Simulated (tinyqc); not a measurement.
Inside a calculation. Model: chip with leakage that grows with temperature, electro-thermal loop and runaway.

tinyqc, about 0.01 s, one thread, Intel Xeon 2.30GHz (shared host): `OMP_NUM_THREADS=1 python tinyqc.py 2520042 2520043 out.jsonl` Printed values are rounded.

One temperature T for the device, T = T0 + Rth P(T), with P(T) = Pd + Pl (T/300 K)^2 exp[(q Ea/kB)(1/(300 K) - 1/T)]. The loop gain is Rth dP/dT; a solution is thermally stable when it is below one.

Parameters, values chosen for the exercise: ambient temperature T0 = 320 K; temperature-independent switching power Pd = 16 W; leakage power at 300 K Pl = 0.0932 W; activation energy of the leakage Ea = 0.48 eV; thermal resistance Rth = 1.9 K/W.

Constants: q = 1.602176634e-19 C, kB = 1.380649e-23 J/K. Results are converted to the units shown.

## Iteration 1: temperature by Newton steps

T at the start = 320 K

P(T) = Pd + Pl (T/300 K)^2 exp[(q Ea/kB)(1/(300 K) - 1/T)]; P'(T) = (P - Pd)(2/T + q Ea/(kB T^2)); G = Rth P'; T(new) = T + (T0 + Rth P - T)/(1 - G).

P = 16.3384 W
G = 0.0389949
T after iteration 1 = 352.303 K

## Iteration 2: temperature by Newton steps

As before.

P = 18.0236 W
G = 0.194379
T after iteration 2 = 354.713 K

## Course of the iteration: temperature by Newton steps

Stop when T changes by less than 1e-6 K, or after 200 iterations.

Course of the iteration:
```
iteration,T (K),|change| (K)
1,352.303,32.3
2,354.713,2.41
3,354.747,0.0336
4,354.747,6.98e-6
5,354.747,< 1e-11
```

Converged in 5 iterations. At the end the number of correct digits about doubles with each step.

## Loop gain and effective thermal resistance

converged T = 354.747 K

P(T) = Pd + Pl (T/300 K)^2 exp[(q Ea/kB)(1/(300 K) - 1/T)]; P'(T) = (P - Pd)(2/T + q Ea/(kB T^2)); G = Rth P'. A small change of T0 changes T by 1/(1 - G) times as much.

P = 18.2880 W
G = 0.216922
dT/dT0 = 1.27701

The feedback is positive: heating raises the power. A second, unstable solution lies at 419.8 K; above it the temperature runs away.
